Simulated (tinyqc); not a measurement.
Inside a calculation: k.p values derived from sp3s* tight binding at Gamma. Values are carried at full precision from step to step, so a last printed digit may differ when a step is redone from the rounded ones.

At Gamma the states are two-level mixtures: s-like S+ (upper) and S- (lower) from [[Esa, Vss], [Vss, Esc]], p-like P- (valence) and P+ from [[Epa, Vxx], [Vxx, Epc]], and the bare s* levels. With real k in 1/angstrom and kz = 0, the phase sums over the four bonds are g0 = 1 - (a k/4)^2/2, g1 = i a kx/4, g3 = -(a/4)^2 kx ky to second order. Each mixture is written (anion, cation) with the anion part positive. c = hbar^2/2m0. No spin-orbit coupling.

Constants: hbar^2/2m0 = 3.80998211 eV angstrom^2.

Values chosen for the exercise (near a published set for GaP, fitted to gaps, whose masses and valley positions are rough; not measured data):
- Esa = -8.088 eV (s level of the anion)
- Esc = -2.193 eV (s level of the cation)
- Epa = 1.138 eV (p level of the anion)
- Epc = 4.162 eV (p level of the cation)
- Vss = -7.521 eV (s-s)
- Vxx = 2.156 eV (px-px)
- a = 5.449 angstrom (lattice constant)
- Vsapc = 4.292 eV (s anion, p cation)
- Vscpa = 6.371 eV (s cation, p anion)
- Vxapc = 4.611 eV (s* anion, p cation)
- Vpaxc = 5.099 eV (p anion, s* cation)
- Exa = 8.497 eV (s* level of the anion)
- Exc = 7.106 eV (s* level of the cation)
- Vxy = 5.109 eV (px-py)

## States at Gamma

Solve the two blocks.

States:
```
state    E (eV)  anion part  cation part
S-     -13.2184     0.82610      0.56352
P-       0.0167     0.88718     -0.46142
S+       2.9374     0.56352     -0.82610
P+       5.2833     0.46142      0.88718
```

## Linear terms and the Kane energy

<s state|dH/dkx|x state> = i P with P = (a/4)(sa pc Vsapc + sc pa Vscpa), sa, sc and pa, pc being the parts of the two states; for s* on the anion P = (a/4) pc Vxapc, on the cation (a/4) pa Vpaxc. Ep = P^2/c for S+ to P-.

Couplings:
```
pair       P (eV angstrom)  E(first) - E(second) (eV)
S+ to P-           -7.8811                     2.9208
S+ to P+           -0.3852                    -2.3459
S- to P-            2.1103                   -13.2351
s*a to P-          -2.8984                     8.4803
s*c to P-           6.1625                     7.0893
```

Ep = 16.302 eV

The two terms of S+ to P- have the same sign and add: S+ and P- both change sign from anion to cation. An on-site momentum element between s and p, which real atoms have, is absent from this model.

## Electron mass

m0/m = [<S+|d2H/dkx^2|S+>/2 + sum P^2/(E(S+) - E(P))]/c over P- and P+, with the direct term -(a/4)^2 sa sc Vss.

parts of m0/m: direct -1.705, from P- 5.581, from P+ -0.017

mass = 0.2591 m0

The valence band supplies 145 % of m0/m; the direct term, which stands in for the free-electron 1, is -1.71. S+ is not the lowest valley of GaP; this is the mass of the Gamma level.

## Valence parameters L, M, N and the Luttinger values

Direct terms d0 = -(a/4)^2 pa pc Vxx, dN = -2 (a/4)^2 pa pc Vxy for P-. F = sum P^2/(E(P-) - E(s)) over S+, S-, s*a, s*c. The y state of P- couples to the z state of P+ through Q = (a/4) Vxy (pa p'c - pc p'a), primes for P+, and H1 = Q^2/(E(P-) - E(P+)). L = d0 + F, M = d0 + H1, N = dN + F + H1; g1 = -(L + 2M)/(3c), g2 = -(L - M)/(6c), g3 = -N/(6c).

d0, dN, F, Q, H1 (eV angstrom^2; Q in eV angstrom): [1.6379, 7.7623, -27.2760, 6.9597, -9.1970]

L, M, N (eV angstrom^2): [-25.638, -7.559, -28.711]

g1, g2, g3: [3.566, 0.791, 1.256]

Along [100] the masses without spin-orbit coupling are c/|L| = 0.149 (one band) and c/|M| = 0.504 (two bands).

## Checks

- Electron mass against a finite difference of the full bands: both 0.2591.
- L and M against finite differences along [100]: largest relative difference 6.9e-06.
- Lowest curvature along [111], (L + 2M + 2N)/3, against a finite difference: both -32.726.

Program tinyqc; command `OMP_NUM_THREADS=1 python tinyqc.py 1451312 1451313 out.jsonl`; about 0.01 s on one thread of a shared Intel(R) Xeon(R) Processor @ 2.30GHz.
